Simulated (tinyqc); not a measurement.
Worked calculation: Hueckel theory of the pi electrons, for the molecule Oc1cnc2nc[nH]c2n1 (SMILES; centres numbered as the heavy atoms are written). One step of it, computed by the program tinyqc.

Problem. Orbitals. Diagonalise; E = alpha + x beta with beta < 0, so the largest x are filled first; degenerate levels share their electrons. P = sum n_i c_ri c_si; each orbital has its largest coefficient positive (the first on a tie).

Hueckel matrix in units of beta (H = alpha + beta A):
```
           1O        2C        3C        4N        5C        6N        7C        8N
1O   2.000000  0.800000  0.000000  0.000000  0.000000  0.000000  0.000000  0.000000
2C   0.800000  0.000000  1.000000  0.000000  0.000000  0.000000  0.000000  0.000000
3C   0.000000  1.000000  0.000000  1.000000  0.000000  0.000000  0.000000  0.000000
4N   0.000000  0.000000  1.000000  0.500000  1.000000  0.000000  0.000000  0.000000
5C   0.000000  0.000000  0.000000  1.000000  0.000000  1.000000  0.000000  0.000000
6N   0.000000  0.000000  0.000000  0.000000  1.000000  0.500000  1.000000  0.000000
7C   0.000000  0.000000  0.000000  0.000000  0.000000  1.000000  0.000000  0.800000
8N   0.000000  0.000000  0.000000  0.000000  0.000000  0.000000  0.800000  1.500000
9C   0.000000  0.000000  0.000000  0.000000  1.000000  0.000000  0.000000  0.800000
10N  0.000000  1.000000  0.000000  0.000000  0.000000  0.000000  0.000000  0.000000

           9C       10N
1O   0.000000  0.000000
2C   0.000000  1.000000
3C   0.000000  0.000000
4N   0.000000  0.000000
5C   1.000000  0.000000
6N   0.000000  0.000000
7C   0.000000  0.000000
8N   0.800000  0.000000
9C   0.000000  1.000000
10N  1.000000  0.500000
```

pi electrons, sum of z_r less the charge = 12

Give: x values; occupations; coefficients; charge and bond-order matrix P.

Solution.

x values: 2.653  2.358  1.798  1.474  1.042  0.676  -0.610  -1.045  -1.334  -2.012

occupations: 2.000  2.000  2.000  2.000  2.000  2.000  0.000  0.000  0.000  0.000

coefficients:
```
       MO1     MO2     MO3     MO4     MO5     MO6     MO7     MO8
1O   0.394   0.718   0.294  -0.381   0.000  -0.252   0.096   0.059
2C   0.321   0.321  -0.074   0.250   0.001   0.418  -0.313  -0.223
3C   0.217   0.116  -0.341   0.118   0.420   0.343  -0.320   0.395
4N   0.255  -0.048  -0.538  -0.076   0.437  -0.186   0.508  -0.190
5C   0.332  -0.205  -0.358  -0.192  -0.183  -0.376  -0.244  -0.102
6N   0.256  -0.239  -0.142  -0.499  -0.401   0.324  -0.191  -0.249
7C   0.220  -0.239   0.173  -0.294  -0.034   0.433   0.456   0.487
8N   0.408  -0.407   0.567   0.082   0.457  -0.039  -0.109  -0.324
9C   0.369  -0.197   0.038   0.291  -0.228  -0.393  -0.169   0.545
10N  0.321   0.067  -0.028   0.556  -0.420   0.141   0.434  -0.209

        MO9    MO10
1O   -0.125   0.072
2C    0.522  -0.361
3C   -0.367   0.349
4N   -0.032  -0.341
5C    0.426   0.507
6N   -0.434  -0.235
7C    0.371   0.084
8N   -0.076   0.082
9C   -0.102  -0.444
10N  -0.229   0.321
```

charge and bond-order matrix P:
```
         1O      2C      3C      4N      5C      6N      7C      8N
1O    1.933   0.269  -0.127  -0.034   0.092  -0.009  -0.064   0.028
2C    0.269   0.899   0.611   0.021  -0.276   0.053   0.176  -0.074
3C   -0.127   0.611   0.971   0.689  -0.117  -0.080   0.121   0.073
4N   -0.034   0.021   0.689   1.177   0.582  -0.089  -0.197   0.039
5C    0.092  -0.276  -0.117   0.582   0.984   0.465  -0.080  -0.137
6N   -0.009   0.053  -0.080  -0.089   0.465   1.315   0.779  -0.231
7C   -0.064   0.176   0.121  -0.197  -0.080   0.779   0.821   0.458
8N    0.028  -0.074   0.073   0.039  -0.137  -0.231   0.458   1.741
9C    0.007  -0.077  -0.303   0.069   0.565  -0.090  -0.226   0.374
10N  -0.162   0.650   0.050  -0.316   0.039   0.014  -0.077  -0.128

         9C     10N
1O    0.007  -0.162
2C   -0.077   0.650
3C   -0.303   0.050
4N    0.069  -0.316
5C    0.565   0.039
6N   -0.090   0.014
7C   -0.226  -0.077
8N    0.374  -0.128
9C    0.934   0.612
10N   0.612   1.226
```
